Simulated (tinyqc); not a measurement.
Inside a calculation. Method: RHF in the 6-31g basis, for H3-, spin multiplicity 1. The basis has no diffuse functions, so it cannot describe the extra electron: this is an exercise in the method, not the real anion. One step of it, computed by the program tinyqc.

Question. Iteration 2: diagonalisation and new density. Diagonalise F' = X^T F X, C = X C', fill 2 alpha and 2 beta electrons from the bottom; D = 2 C_occ C_occ^T. Each column has its largest component positive (the first on a tie).

Fock matrix F (hartree), lower triangle:
```
           1H 1s      1H 2s      2H 1s      2H 2s      3H 1s      3H 2s
1H 1s   0.310189
1H 2s  -0.297793  -0.135663
2H 1s  -0.368191  -0.346274   0.309864
2H 2s  -0.346108  -0.239465  -0.297838  -0.135769
3H 1s  -0.263083  -0.254566  -0.263685  -0.254930   0.393672
3H 2s  -0.282648  -0.190060  -0.283178  -0.190344  -0.277042  -0.109469
```

X:
```
               1          2          3          4          5         6
1H 1s   0.697288   0.400126   0.700654  -0.725036  -0.402628  0.180754
1H 2s  -1.740225  -0.930410  -0.519236  -0.290664  -0.157859  0.250797
2H 1s  -0.699409   0.396274   0.700380   0.727390  -0.399040  0.180789
2H 2s   1.745583  -0.921573  -0.519397   0.291296  -0.156291  0.250824
3H 1s   0.002223  -0.816741   0.732356  -0.002134   0.781114  0.174678
3H 2s  -0.005568   1.880575  -0.490016  -0.000994   0.354303  0.246306
```

Give: F' = X^T F X; orbital energies; coefficients C; D after iteration 2.

Answer.

F' = X^T F X (hartree), lower triangle:
```
         1        2        3        4       5        6
1   1.0563
2   0.0000   1.0639
3   0.0006  -0.0774   1.1033
4  -0.4799  -0.0001  -0.0004   0.7738
5   0.0000  -0.5882   0.0442  -0.0001  0.5317
6   0.0000  -0.0019  -0.1187  -0.0004  0.0550  -0.3616
```

orbital energies (hartree): MO1 -0.3757, MO2 0.1558, MO3 0.4148, MO4 1.0919, MO5 1.4153, MO6 1.4653

coefficients C:
```
          MO1      MO2      MO3      MO4      MO5      MO6
1H 1s  0.2577  -0.0933  -0.1630   0.7935  -0.9956   0.3676
1H 2s  0.2458  -0.6245  -1.2750  -0.6810   1.2227  -0.5487
2H 1s  0.2580  -0.0922   0.1633   0.7960   0.9928   0.3698
2H 2s  0.2460  -0.6179   1.2790  -0.6841  -1.2199  -0.5513
3H 1s  0.1912   0.2354  -0.0006   0.4285   0.0006  -1.2524
3H 2s  0.1233   1.3296  -0.0044  -0.1772  -0.0013   1.4658
```

D after iteration 2, lower triangle:
```
         1H 1s    1H 2s    2H 1s    2H 2s   3H 1s   3H 2s
1H 1s   0.1503
1H 2s   0.2433   0.9008
2H 1s   0.1502   0.2419   0.1501
2H 2s   0.2421   0.8927   0.2408   0.8846
3H 1s   0.0546  -0.2000   0.0552  -0.1969  0.1839
3H 2s  -0.1846  -1.6000  -0.1814  -1.5823  0.6732  3.5660
```
